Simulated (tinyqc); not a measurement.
Inside a calculation. Method: Hubbard chain of 6 sites. Computed by tinyqc, a small Python program that keeps every step. Settings: hopping = 1.81, U = 3.6, mixing = 0.2, iteration cap = 75. Command: `OMP_NUM_THREADS=1 python tinyqc.py 29331 29332 out.jsonl` (the two numbers bound the seeds that draw the settings). One thread of a shared host (Intel(R) Xeon(R) Processor @ 2.60GHz), about 0.3 s of CPU time with the checks.

one-body matrix (hopping and site energies) (eV), lower triangle:
```
         1        2        3        4        5       6
1   0.0000
2  -1.8100   0.0000
3   0.0000  -1.8100   0.0000
4   0.0000   0.0000  -1.8100   0.0000
5   0.0000   0.0000   0.0000  -1.8100   0.0000
6   0.0000   0.0000   0.0000   0.0000  -1.8100  0.0000
```

U = 3.6000 eV

electrons, up and down: 3  3

n(up) at the start (a guess, not normalised): 1 0.5000, 2 0.5000, 3 0.5000, 4 0.5000, 5 0.5000, 6 0.5000

n(down) at the start (a guess): 1 0.5000, 2 0.5000, 3 0.5000, 4 0.5000, 5 0.5000, 6 0.5000

Each step fills the lowest levels of T + U n(other spin) and sets n(new) = n + mixing (n(out) - n); stop when output and input agree to 1e-8.

Course of the cycle:
```
iteration     E (eV)  largest |n(out) - n(in)|  mean |n_up - n_down|
1          -7.248132                  5.55e-16                0.0000
```

Can the last value be used, and what does the course show?

No, though the log alone does not show it. Converged in 1 iterations. But random starts reach -7.35003 eV, so this is another stationary point, not the lowest one. Reruns (cap 100 unless said): mixing 0.5: converged in 1 to a higher stationary point (E = -7.24813); mixing 0.9: converged in 1 to a higher stationary point (E = -7.24813). Before convergence this energy mixes input and output and is not variational, so it may rise towards its limit.
